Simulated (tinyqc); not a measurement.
# Length offset and series resistance from crossing lines

Problem. R_total = Rs + k (L - dL)/Vo with constant Rs, dL and k. Find k, dL and Rs.

R_total at (L, Vo) = (90, 0.37), (270, 0.37), (90, 0.81) and (270, 0.81), L in nm and Vo in V (ohm um): [461.54054, 1288.5676, 258.62963, 636.40741]

Answer. At each overdrive R is a straight line in L with slope k/Vo; the two lines cross at L = dL, R = Rs.

k = 1.700 ohm um V/nm
dL = 8.700 nm
Rs = 88.00 ohm um

tinyqc, about 0.03 s, one thread, Intel Xeon 2.30GHz (shared host): `OMP_NUM_THREADS=1 python tinyqc.py 2282260 2282261 out.jsonl`
